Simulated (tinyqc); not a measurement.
# Millisecond and nanosecond annealing: surface heating, thermal budget and solid-phase regrowth, step by step

A worked calculation. Computed by tinyqc, a small Python program that keeps every step. Command: `OMP_NUM_THREADS=1 python tinyqc.py 3006681 3006682 out.jsonl flash walk`. One thread of a shared host (Intel(R) Xeon(R) Processor @ 2.30GHz), about 0.01 s of CPU time with the checks. Intermediate numbers are printed to about 5 digits and carried at full precision; extremes and crossings named in words are read from the listed rows.

A square pulse heats the surface of a thick wafer with constant thermal properties; losses by radiation are neglected and silicon melts at 1414 C.

Inputs (values chosen for the exercise, modelled on hot silicon with arsenic): incident fluence = 121 J/cm^2; pulse length t_p = 0.011 s; reflectance R = 0.6; thermal conductivity k = 0.32 W/(cm K); heat capacity per volume c = 2.31 J/(cm^3 K); preheat temperature T0 = 700 C; wafer thickness d = 775 um; dopant prefactor D0 = 10.8 cm^2/s; dopant activation energy E = 4.01 eV; regrowth prefactor v0 = 4.4e+08 cm/s; regrowth energy E_v = 2.67 eV; amorphous layer = 51 nm.

Source: flash lamp.

Constants: k_B = 8.617333262e-05 eV/K.

## Peak temperature

Absorbed flux q = (1 - R) fluence/t_p; kappa = k/c. With f(z, t) = (2 q/k) sqrt(kappa t) ierfc(z/(2 sqrt(kappa t))), ierfc(x) = exp(-x^2)/sqrt(pi) - x erfc(x): T = T0 + f(z, t) during the pulse and T0 + f(z, t) - f(z, t - t_p) after it. At the surface the rise at the end of the pulse is 2 q sqrt(t_p/(pi k c)); the fluence that just melts the surface scales with (1414 - T0).

absorbed flux q = 4400 W/cm^2

kappa = 0.13853 cm^2/s

thermal length sqrt(kappa t_p) = 390.36 um

peak temperature = 1305.7 C

fluence at the melting threshold = 142.65 J/cm^2

The heated layer is 50 % of the wafer thickness. Caution: heat reaches the back of the wafer, which is no longer thick.

## Temperature in depth and time

The formulas are those given above.

Temperature (C):
```
t/t_p  surface  z = 0.5 thermal lengths   z = 1   z = 2
0.10     891.5                    731.8  702.12  700.00
0.25    1002.8                    807.2  726.97  700.52
0.50    1128.3                    912.3  789.44  709.11
0.75    1224.5                    999.2  853.50  728.26
1.00    1305.7                   1074.7  914.31  753.95
1.10    1143.7                   1070.8  935.49  765.34
1.50    1013.5                    991.8  935.89  805.27
2.00     950.9                    940.0  910.35  824.93
4.00     862.3                    859.4  850.99  821.63
10.00    798.3                    797.6  795.73  788.45
```

One tenth of a pulse length after the end the surface has lost 162 C: cooling starts as sqrt(t - t_p), much faster than heating ends.

## Thermal budget

Temperatures in kelvin are T(C) + 273.15. Integrate exp(-E/(k_B T(t))) at the surface from 0 to 10 t_p (Gauss-Legendre, 60 points in sqrt(t) up to t_p and 60 in sqrt(t - t_p) after it). (Dt) = D0 x integral with E; regrowth = v0 x integral with E_v; effective time = integral/exp(-E/(k_B T_peak)).

budget (Dt) = 3.2099e-15 cm^2

diffusion length 2 sqrt(Dt) = 1.1331 nm

effective time over t_p = 0.17069

possible regrowth = 37905 nm

Only 17.1 % of the pulse counts at the peak; the estimate 2 k_B T_peak^2/(E (T_peak - T0)) gives 17.7 %. The amorphous layer of 51 nm regrows fully. Caution: equilibrium diffusivities are used; implant damage enhances diffusion, and k and c vary with temperature. Caution: the peak lies above 1150 C, and amorphous silicon melts some 200 to 250 K below the crystal, so a layer that has not regrown before the peak may melt instead. Caution: at this preheat temperature the layer would already regrow within five seconds or less before the pulse.

## Same peak temperature, different pulse lengths

For each t_p the flux is set so that the peak temperature stays the same: q sqrt(t_p) is fixed.

Pulses:
```
t_p (s)   fluence (J/cm^2)  q (W/cm^2)  thermal length (um)  2 sqrt(Dt) (nm)  regrowth (nm)
1.00e-07        3.6483e-01  1.4593e+06           1.1770e+00       3.4165e-03     3.4459e-01
1.00e-06        1.1537e+00  4.6148e+05           3.7219e+00       1.0804e-02     3.4459e+00
1.00e-05        3.6483e+00  1.4593e+05           1.1770e+01       3.4165e-02     3.4459e+01
1.00e-04        1.1537e+01  4.6148e+04           3.7219e+01       1.0804e-01     3.4459e+02
3.00e-04        1.9982e+01  2.6643e+04           6.4466e+01       1.8713e-01     1.0338e+03
1.00e-03        3.6483e+01  1.4593e+04           1.1770e+02       3.4165e-01     3.4459e+03
3.00e-03        6.3190e+01  8.4254e+03           2.0386e+02       5.9175e-01     1.0338e+04
1.00e-02        1.1537e+02  4.6148e+03           3.7219e+02       1.0804e+00     3.4459e+04
```

Fluence and diffusion length grow as sqrt(t_p), regrowth as t_p. The layer of 51 nm regrows from t_p = 0.0001 s on among these rows, at a diffusion length of 0.11 nm. Caution: amorphous silicon melts some 200 to 250 K below the crystal, which matters for the short pulses that reach the peak before regrowth. Caution: the shortest pulses need a source absorbed within their thermal length, and the longest also heat the back of the wafer, which the thick-wafer formula leaves out. Caution: seconds at the preheat temperature would regrow the layer before any pulse.

Checks made by the program: heat stored at the end of the pulse against the absorbed fluence (relative difference below 1e-10).
